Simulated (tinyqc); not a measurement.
# Metal gate on a two-layer dielectric stack with fixed charge and a dipole: two studies

Gate, layer 2, layer 1, p-type semiconductor; x runs from the gate inwards. Charges are counted in units of +q. psi is the band bending at the surface, positive towards inversion. Classical charge, Boltzmann statistics, no interface traps.

Inputs (values chosen for the exercise); band and dielectric values close to those of silicon, layer 1 close to silicon dioxide, layer 2 close to aluminium oxide: temperature T = 300 K; band gap Eg = 1.1 eV; relative permittivity eps_r = 11.5; conduction-band density of states at T Nc = 2.76e19 cm^-3; valence-band density of states at T Nv = 2.65e19 cm^-3; electron affinity chi = 4.05 eV; acceptor density Na = 1.1e16 cm^-3; work function of the gate metal pM = 4.34 eV; thickness of layer 1, next to the semiconductor t1 = 0.5 nm; relative permittivity of layer 1 e1 = 3.81; thickness of layer 2, next to the gate t2 = 3.3 nm; relative permittivity of layer 2 e2 = 9.36; fixed charge at the semiconductor interface Q1 = 4.1e11 cm^-2; fixed charge between the layers Q2 = 6.4e11 cm^-2; uniform charge density in layer 1 r1 = 0 cm^-3; uniform charge density in layer 2 r2 = -7.9e18 cm^-3; flat-band shift by a dipole layer between the layers Vd = -0.22 V.

Constants: q = 1.602176634e-19 C, kB = 1.380649e-23 J/K, Vt = kB T/q, eps0 = 8.8541878128e-14 F/cm where lengths are in cm. Results are converted to the units shown.

Each table varies one quantity; the others keep the values above.

## Flat band against the thickness t2

EOT = 3.9 (t1/e1 + t2/e2), Cox = eps0/(t1/e1 + t2/e2); phi_ms = pM - (chi + Eg - Vt ln(Nv/Na)). Vfb = phi_ms + Vd - (q/eps0) [Q1 (t1/e1 + t2/e2) + Q2 t2/e2 + r1 (t1^2/(2 e1) + t1 t2/e2) + r2 t2^2/(2 e2)]: each charge counts with its electrical distance from the gate. ni = sqrt(Nc Nv) exp(-Eg/(2 Vt)), Eg in volts, pB = Vt ln(Na/ni), Vth = Vfb + 2 pB + sqrt(4 q eps0 eps_r Na pB)/Cox.

Flat band against the thickness t2:

| t2 (nm) | EOT (nm) | Vfb (V) | Vth (V) |
|---|---|---|---|
| 1 | 0.9285 | -0.8511 | -0.1413 |
| 2.3 | 1.470 | -0.8447 | -0.1271 |
| 3.6 | 2.012 | -0.8125 | -0.08708 |
| 4.9 | 2.553 | -0.7545 | -0.02125 |
| 6.1 | 3.053 | -0.6781 | 0.06243 |
| 7.4 | 3.595 | -0.5705 | 0.1779 |
| 8.7 | 4.137 | -0.4370 | 0.3192 |
| 10 | 4.678 | -0.2778 | 0.4863 |

Read the table: what changes, and by how much?

Vfb rises from -0.851 to -0.278 V and Vth rises from -0.141 to 0.486 V. The slope dVfb/dEOT is 11.8 mV/nm between the first two rows and 294 between the last two: the charge inside the growing layer bends the line. A line through the end rows meets EOT = 0 at -0.993 V, against phi_ms + Vd = -0.829 V; an effective work function read from it is off by -384 mV from pM.

## Flat band against the thickness t1

Same model as above.

Results:

| t1 (nm) | EOT (nm) | Vfb (V) | Vth (V) |
|---|---|---|---|
| 0.5 | 1.8868 | -0.82225 | -0.098609 |
| 0.9 | 2.2963 | -0.83004 | -0.10047 |
| 1.2 | 2.6033 | -0.83588 | -0.10187 |
| 1.6 | 3.0128 | -0.84367 | -0.10373 |
| 1.9 | 3.3199 | -0.84952 | -0.10512 |
| 2.6 | 4.0364 | -0.86315 | -0.10838 |
| 3 | 4.4459 | -0.87094 | -0.11024 |

Estimate the missing row, t1 = 2.3 nm.

Computed row:

| t1 (nm) | EOT (nm) | Vfb (V) | Vth (V) |
|---|---|---|---|
| 2.3 | 3.7293 | -0.85730 | -0.10699 |

With this row back in the table: Vfb falls from -0.822 to -0.871 V and Vth falls from -0.0986 to -0.110 V. The slope dVfb/dEOT is -19.0 mV/nm between the first two rows and -19.0 between the last two: a straight line, set by the charge below the growing layer, which reads as 4.10e11 cm^-2. A line through the end rows meets EOT = 0 at -0.786 V, against phi_ms + Vd = -0.829 V; an effective work function read from it is off by -178 mV from pM.

Computed by the program tinyqc: `OMP_NUM_THREADS=1 python tinyqc.py 2010076 2010077 out.jsonl`, one thread of a shared Intel Xeon 2.30GHz, about 0.01 s for the whole run.
